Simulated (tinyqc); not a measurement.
Deep-level transient spectroscopy (DLTS) of one majority-carrier trap: one step, computed by the program tinyqc.

A filling pulse loads the traps in a one-sided junction; under reverse bias they empty at the rate e, and the capacitance relaxes as C(t) = C_0 - dC exp(-e t). The signal is S = [C(t_2) - C(t_1)]/dC.

Task: Peak temperature and width. e = g sigma v N_b exp(-E/k_B T), v = sqrt(3 k_B T/m), N_b = 2 M (2 pi m k_B T/h^2)^(3/2), sigma = sigma_0 exp(-E_b/k_B T), E = E_t. S(e) = exp(-e t_1) - exp(-e t_2) peaks at the rate window e_0 = ln(t_2/t_1)/(t_2 - t_1). T_p solves e(T) = e_0 (bisection between 15 and 1500 K); the half-height points solve S = S_max/2 on either side.

Inputs (values chosen for the exercise, for a model semiconductor):
```
quantity                    value  unit
density-of-states mass m   0.0858   m_0
valleys M                       1     -
trap depth E_t              0.171    eV
cross-section sigma_0     1.4e-15  cm^2
degeneracy ratio g            0.5     -
gate time t_1               0.007     s
ratio t_2/t_1                 2.5     -
temperature T                  89     K
capture barrier E_b           0.2    eV
```

Carriers: electrons. Extra term: capture barrier.

rate window e_0 = 87.26578 1/s

peak height S_max = 0.3257301

Constants: k_B = 8.617333262e-05 eV/K; k_B = 1.380649e-23 J/K; m_0 = 9.1093837015e-31 kg; h = 6.62607015e-34 J s.

Give: peak temperature T_p; lower half-height point; upper half-height point; full width.

Result:

peak temperature T_p = 231.43 K

lower half-height point = 215.79 K

upper half-height point = 243.77 K

full width = 27.976 K

The width is 12.1 % of T_p, and E_t is 8.6 k_B T_p.
